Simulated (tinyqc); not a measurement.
Gated two-dimensional channel with two bands, quantum capacitance: two steps of the calculation.

phi is the Fermi level above the lowest band edge, in volts; Vg is counted from the gate voltage at which an empty channel would have phi = 0. The channel has no thickness; trap charge is -q Dit phi.

Inputs (values chosen for the exercise); lowest band close to that of a thin InAs body:
```
symbol,value,unit,meaning
T,300,K,temperature
eox,21.4,,relative permittivity of the gate insulator (close to hafnium oxide)
tox,3.3,nm,insulator thickness
md,0.0347,m0,in-plane mass
gv,1,,valley degeneracy
m2,0.069,m0,"in-plane mass of a second band, chosen freely"
g2,6,,"valley degeneracy of that band, chosen freely"
E2,0.23,eV,second band edge above the first
Dit,0,cm^-2 eV^-1,density of traps
Vg,0.33,V,gate voltage
```

Constants: q = 1.602176634e-19 C, kB = 1.380649e-23 J/K, hbar = 1.054571817e-34 J s, m0 = 9.1093837015e-31 kg, Vt = kB T/q, eps0 = 8.8541878128e-14 F/cm where lengths are in cm. Results are converted to the units shown.

Question 1. Gate capacitance. Cox = eps0 eox/tox.

Give: Cox.

Answer 1.

Cox = 5.7418 uF/cm^2

Question 2. New phi. D1 = gv md m0 q/(pi hbar^2), D2 = g2 m2 m0 q/(pi hbar^2) per eV; n1 = D1 Vt ln(1 + exp(phi/Vt)), n2 = D2 Vt ln(1 + exp((phi - E2)/Vt)), n = n1 + n2; Cq = q dn/dphi = q [D1/(1 + exp(-phi/Vt)) + D2/(1 + exp((E2 - phi)/Vt))]. Newton: f = phi + q (n + Dit phi)/Cox - Vg, phi(new) = phi - f/(1 + (Cq + q Dit)/Cox).

phi after iteration 1 = 0.26004019 V
Cox = 5.7418066 uF/cm^2

Give: n1; n2; Cq; f; phi after iteration 2.

Answer 2.

n1 = 3.7694e12 cm^-2
n2 = 6.4122e12 cm^-2
Cq = 23.428 uF/cm^2
f = 0.21414 V
phi after iteration 2 = 0.21789 V

Numbers from tinyqc (`OMP_NUM_THREADS=1 python tinyqc.py 2200152 2200153 out.jsonl`; about 0.01 s on one thread of a shared Intel Xeon 2.30GHz).
